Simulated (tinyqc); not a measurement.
Deep-level transient spectroscopy: two steps of the calculation.

Schottky contact on an n-type layer with shallow donors Nd (all ionised) and a donor-like deep trap, neutral when filled and positive when empty; depletion approximation. Traps within lam of the depletion edge stay filled. A long pulse to Vp fills the traps beyond x1 = Wp - lam; back at Vr those between x1 and x2 = Wr - lam emit. A rate window reads S = C(t2) - C(t1).

Parameters, values chosen for the exercise; material values close to those of indium phosphide:
```
symbol,value,unit,meaning
eps_r,12.4,,relative permittivity
Nc,5.61e17,cm^-3,conduction-band density of states at 300 K
vth,4.2e7,cm/s,thermal velocity at 300 K
Et,0.33,eV,depth of the trap below the conduction edge
sn,2.5e-15,cm^2,capture cross-section
t1,0.5,ms,first sampling time
t2,2.5,ms,second sampling time
T,219,K,temperature of the transient
F,110,kV/cm,field at the trap
```

Constants: q = 1.602176634e-19 C, kB = 1.380649e-23 J/K, eps0 = 8.8541878128e-14 F/cm where lengths are in cm. Results are converted to the units shown.

Problem 1. Emission rate and rate window. Emission rate en = sn vth(T) Nc(T) exp(-Et/kB T) = sn g T^2 exp(-Et/kB T), g = vth Nc/(300 K)^2, as vth goes as T^0.5 and Nc as T^1.5 (degeneracy factor 1). For an exponential transient S peaks where en = ew = ln(t2/t1)/(t2 - t1).

Find: g; en; 1/en; ew.

Solution 1.

g = 2.6180e20 cm^-2 s^-1 K^-2
en = 799.12 1/s
1/en = 1.2514 ms
ew = 804.72 1/s

Problem 2. Poole-Frenkel lowering. A Coulomb centre of charge +q (when empty) in the field F lowers its barrier by dE = sqrt(q F/(pi eps0 eps_r)) along the field. One-dimensional rate: en exp(b), b = dE/kB T; three-dimensional (Hartke): en {[1 + (b - 1) exp(b)]/b^2 + 1/2}.

en = 799.11922 1/s

Find: dE; b; rate, one-dimensional; rate, three-dimensional.

Solution 2.

dE = 71.48 meV
b = 3.788
rate, one-dimensional = 3.528e4 1/s
rate, three-dimensional = 7311 1/s

Computed by the program tinyqc: `OMP_NUM_THREADS=1 python tinyqc.py 2050002 2050003 out.jsonl`, one thread of a shared Intel Xeon 2.30GHz, about 0.01 s for the whole run.
